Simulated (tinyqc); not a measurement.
Luttinger-Kohn k.p, four valence bands, step by step. Computed by tinyqc, a small Python program that keeps every step. Settings: g1 = 5.86, g2 = 2.12, g3 = 2.35. Command: `OMP_NUM_THREADS=1 python tinyqc.py 25637 25638 out.jsonl` (the two numbers bound the seeds that draw the settings). One thread of a shared host (Intel(R) Xeon(R) Processor @ 2.60GHz), about 0.01 s of CPU time with the checks.

## Bloch Hamiltonian at k

Luttinger parameters chosen for this model; energies are counted downward from the top of the valence band:
```
parameter     value  unit
g1         5.860000
g2         2.120000
g3         2.350000
```

k point k (1/angstrom): [-0.034000, 0.002000, 0.035000]

P = c g1 k^2, Q = c g2 (kx^2 + ky^2 - 2 kz^2), R = c sqrt3 [-g2 (kx^2 - ky^2) + 2i g3 kx ky], S = 2 c sqrt3 g3 (kx - i ky) kz, c = hbar^2/2m = 3.809982 eV angstrom^2; rows [P+Q, -S, R, 0], [-S*, P-Q, 0, R], [R*, 0, P-Q, S], [0, R*, S*, P+Q]. The path ends lie at |k| = 0.06 1/angstrom.

H(k) at k (eV), order 3/2, 1/2, -1/2, -3/2:
$$\begin{pmatrix}
0.042829 & 0.036909+0.002171i & -0.016117-0.002109i & 0.000000 \\
0.036909-0.002171i & 0.063668 & 0.000000 & -0.016117-0.002109i \\
-0.016117+0.002109i & 0.000000 & 0.063668 & -0.036909-0.002171i \\
0.000000 & -0.016117+0.002109i & -0.036909+0.002171i & 0.042829
\end{pmatrix}$$

## Levels at k

Diagonalise the Hermitian matrix.

eigenvalues (eV): [0.011539, 0.011539, 0.094959, 0.094959]

## Bands along a path

The same steps at evenly spaced points between the labelled ones.

Bands along the path (eV):
```
k               band 1    band 2    band 3    band 4
[111]         0.015910  0.015910  0.144840  0.144840
[111]-G 0.25  0.008950  0.008950  0.081473  0.081473
[111]-G 0.50  0.003978  0.003978  0.036210  0.036210
[111]-G 0.75  0.000994  0.000994  0.009053  0.009053
G             0.000000  0.000000  0.000000  0.000000
G-[100] 0.25  0.001389  0.001389  0.008658  0.008658
G-[100] 0.50  0.005555  0.005555  0.034633  0.034633
G-[100] 0.75  0.012499  0.012499  0.077924  0.077924
[100]         0.022220  0.022220  0.138531  0.138531
```

## Hole masses

E = c [g1 k^2 -/+ 2 sqrt(g2^2 k^4 + 3 (g3^2 - g2^2)(kx^2 ky^2 + ky^2 kz^2 + kz^2 kx^2))] with c = hbar^2/2m, and m* = hbar^2 k^2 / (2 E).

Masses (electron masses):
```
direction     heavy     light
[100]      0.617284  0.099010
[110]      0.786983  0.095700
[111]      0.862069  0.094697
```
